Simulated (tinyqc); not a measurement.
# Worked calculation: admittance spectroscopy of a deep trap

Numbers from tinyqc (`OMP_NUM_THREADS=1 python tinyqc.py 2050008 2050009 out.jsonl`; about 0.01 s on one thread of a shared Intel Xeon 2.30GHz). Printed values are rounded.

Schottky contact on an n-type layer with shallow donors Nd (all ionised) and a donor-like deep trap, neutral when filled and positive when empty; depletion approximation. Traps within lam of the depletion edge stay filled. The traps at xt = W - lam, where the level crosses the Fermi level, follow a slow signal and not a fast one. w = 2 pi f.

Parameters, values chosen for the exercise; material values close to those of silicon:
```
symbol,value,unit,meaning
eps_r,11.9,,relative permittivity
Nc,2.79e19,cm^-3,conduction-band density of states at 300 K
vth,2.4e7,cm/s,thermal velocity at 300 K
Nd,8.4e14,cm^-3,shallow donor density
Vbi,0.7,V,built-in voltage
Et,0.21,eV,depth of the trap below the conduction edge
sn,8.8e-15,cm^2,capture cross-section
Nt,1.3e14,cm^-3,trap density
Vr,0.4,V,reverse bias
f,490,Hz,signal frequency
T,119,K,temperature
```

Constants: q = 1.602176634e-19 C, kB = 1.380649e-23 J/K, eps0 = 8.8541878128e-14 F/cm where lengths are in cm. Results are converted to the units shown.

## Widths and limiting capacitances

lam = sqrt(2 eps0 eps_r (EF - ET)/(q Nd)), EF - ET = Et - (kB T/q) ln(Nc(T)/Nd), Nc(T) = Nc (T/300 K)^1.5. In the steady state at the band bending V, 2 eps0 eps_r V/q = Nd W^2 + Nt (W - lam)^2 (the second term only if W > lam). V = Vbi + Vr. C_HF = eps0 eps_r/W, C_LF = eps0 eps_r (Nd + Nt)/(Nd W + Nt xt).

lam = 428.866 nm
W = 1269.99 nm
xt = 841.128 nm
C_HF = 8.29648 nF/cm^2
C_LF = 8.68976 nF/cm^2

The step is 4.74 % of C_HF.

## Admittance at the signal frequency

Emission rate en = sn vth(T) Nc(T) exp(-Et/kB T) = sn g T^2 exp(-Et/kB T), g = vth Nc/(300 K)^2, as vth goes as T^0.5 and Nc as T^1.5 (degeneracy factor 1). Inflection frequency w0 = 2 en [1 + Nt xt/(Nd W)]; C = C_HF + (C_LF - C_HF)/(1 + (w/w0)^2), G/w = (C_LF - C_HF)(w/w0)/(1 + (w/w0)^2).

en = 1184.20 1/s
w0/(2 pi) = 415.578 Hz
C = 8.46102 nF/cm^2
G/w = 0.194001 nF/cm^2

The signal lies near the inflection, where the loss is largest.
